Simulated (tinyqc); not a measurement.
Comparisons within one model: trap in a gate oxide as a short-range spherical well. A value that a table varies takes the place of the one given here.

A spherical well of radius R and depth V0 below the conduction edge, one mass m, c = hbar^2/2m0. The s level at binding Et solves k cot(k R) = -kappa with k = sqrt(m (V0 - Et)/c), kappa = sqrt(m Et/c); it exists for V0 > Vc = c (pi/2R)^2/m. Outside, psi falls as exp(-kappa r)/r.

Lucovsky model (delta well, plane-wave final states, no local-field factor): sigma = (32 pi alpha c/(3 n_r m Et)) (x - 1)^(3/2)/x^3, x = h nu/Et, c = hbar^2/2m0; 1 angstrom^2 = 1e-16 cm^2.

Energies from the conduction edge of the channel. The trap level at depth x is E_T = dEc - Et - e Fox x (1 MV/cm = 0.01 eV/angstrom). An electron at the channel edge tunnels with the WKB exponent S = (4/3) sqrt(m/c) [dEc^(3/2) - (dEc - e Fox x)^(3/2)]/(e Fox), c = hbar^2/2m0; tau = t0 exp(S); the occupation is f = 1/(1 + exp((E_T - EF)/kB T)), tau_c = tau/f and tau_e = tau/(1 - f). Lattice relaxation is left out; a level below the channel edge needs phonons as well, so tau is then a lower bound, while a level above it can also empty elastically at its own energy, through a thinner barrier, faster than this tau.

Constants: hbar^2/2m0 = 3.80998211 eV angstrom^2; fine-structure constant alpha = 0.007297352564; kB = 8.617333262e-05 eV/K.

Inputs chosen for the exercise (near those of HfO2 on Si; shifted at random, so the results belong to these values and not to a real crystal): R = 3.7 angstrom (radius of the well); m = 0.206 m0 (mass); fV = (1.04, 1.16, 1.32, 1.48, 1.96, 3.66, 5.75) (V0/Vc); n_r = 1.85 (refractive index); xs = (1.08, 1.22, 1.48, 1.83, 2.39, 3.28, 4.68, 8.38) (photon energies h nu/Et); dEc = 1.48 eV (conduction offset to the channel); Fox = 2.2 MV/cm (oxide field, lowering levels away from the channel); t0 = 2.5 x 1e-11 s (time constant at the interface); T = 200 K (temperature); EF = -0.14 eV (Fermi level above the channel edge); ds = (2, 5, 8, 11, 14, 17, 20) angstrom (depths); V0 = 6.71 eV (depth of the well); x = 6 angstrom (depth of the trap).

## From threshold to a deep level

Et against the depth at fixed R; near threshold Et = (pi^2/16)(V0 - Vc)^2/Vc.

Results:
```
V0/Vc  V0 (eV)   Et (eV)  threshold form (eV)  1/kappa (angstrom)  share outside
1.04     3.467  0.003196             0.003290                76.1          0.953
1.16     3.867   0.04715              0.05264                19.8          0.832
1.32     4.400    0.1711               0.2106                10.4          0.709
1.48     4.933    0.3526               0.4738                 7.2          0.615
1.96     6.534     1.131                1.895                 4.0          0.432
3.66    12.200     5.176                14.55                 1.9          0.195
5.75    19.167     11.14                46.39                 1.3          0.108
```

The threshold form holds to 10 % up to V0/Vc = 1.04 of those listed. There the state is mostly outside the well (95 % in the first row) and knows only Et, which is why a delta-well model works; more than half is inside from V0/Vc = 1.96 on. A second s level would need V0/Vc > 9. From V0/Vc = 5.75 on Et exceeds the gap of the host, about 5.8 eV, so those rows only show the model.

## Neutral against charged centre

Et = 1.23209 eV

Lucovsky cross-section, its shape relative to the peak, and the shape of a hydrogen-like centre relative to threshold: x^-4 exp(4 - 4 atan(e)/e)/(1 - exp(-2 pi/e)), e = sqrt(x - 1).

Results:
```
x     h nu (eV)  sigma (1e-18 cm^2)  relative to peak  hydrogen-like
1.08      1.331                3.56             0.144          0.814
1.22      1.503                11.3             0.455          0.585
1.48      1.823                20.4             0.821          0.344
1.83      2.255                24.5             0.987          0.190
2.39      2.945                23.8             0.960          0.089
3.28      4.041                19.4             0.780          0.035
4.68      5.766                13.7             0.551          0.012
8.38     10.325                6.76             0.273          0.002
```

The short-range centre starts from zero, reaches half its peak at x = 1.24 and peaks at x = 2; in the last row it still has 27 % of the peak. The Coulomb centre is largest at threshold and is down to 0.2 % there. Reading the peak as the threshold would misplace the level by a factor 2, here 1.23 eV. Rows above the gap, about 5.8 eV, are hidden by band-to-band absorption.

## Depth of the trap

Each depth has its own level and time; the corner frequency is 1/(2 pi tau).

Results:
```
x (angstrom)  E_T (eV)      S  tau (s)  corner (Hz)      f
2                0.204   1.12  7.7e-11      2.1e+09  0.000
5                0.138   2.78  4.0e-10      4.0e+08  0.000
8                0.072   4.39  2.0e-09      7.9e+07  0.000
11               0.006   5.96  9.7e-09      1.6e+07  0.000
14              -0.060   7.49  4.5e-08      3.5e+06  0.010
17              -0.126   8.98  2.0e-07      8.0e+05  0.308
20              -0.192  10.43  8.4e-07      1.9e+05  0.954
```

tau spans 4.0 decades, one decade for each 4.18 angstrom at the start and 4.78 at the end, where the field has thinned the barrier. Traps spread evenly in depth are thus spread nearly evenly in ln tau; if levels near EF exist at every depth, this sums to 1/f noise and to charging that grows as ln t. With the single Et of this table only depths where f is neither 0 nor 1 contribute. The level crosses EF between 17 and 20 angstrom.

## What each parameter does

Et from the well, then the level and the time. Each row changes one parameter from the base and keeps the others.

Results:
```
case             Et (eV)  E_T (eV)  log10 tau (s)  ln(tau_c/tau_e)
base               1.232     0.116          -9.16             14.8
x = 8 angstrom     1.232     0.072          -8.70             12.3
Fox = 3.2 MV/cm    1.232     0.056          -9.18             11.4
dEc = 1.36 eV      1.232    -0.004          -9.22              7.9
m = 0.227 m0       1.495    -0.147          -9.09             -0.4
V0 = 7.05 eV       1.434    -0.086          -9.16              3.1
T = 250 K          1.232     0.116          -9.16             11.9
EF = -0.09 eV      1.232     0.116          -9.16             11.9
```

The largest shifts from the base row, up to three for each result and ties (the steps differ in size, so this ranks the rows, not the parameters). Et (eV): m +0.263, V0 +0.202; unchanged at the printed digits by x, Fox, dEc, T and EF. E_T (eV): m -0.263, V0 -0.202, dEc -0.120; unchanged at the printed digits by T and EF. log10 tau (s): x +0.47, m +0.07, dEc -0.06; unchanged at the printed digits by V0, T and EF. ln(tau_c/tau_e): m -15.3, V0 -11.7, dEc -7.0.

Computed by tinyqc, a small Python program: `OMP_NUM_THREADS=1 python tinyqc.py 1252438 1252439 out.jsonl` (the numbers bound the seed that draws the inputs); one thread of a shared host (Intel(R) Xeon(R) Processor @ 2.30GHz), about 0.01 s for the whole set of steps.
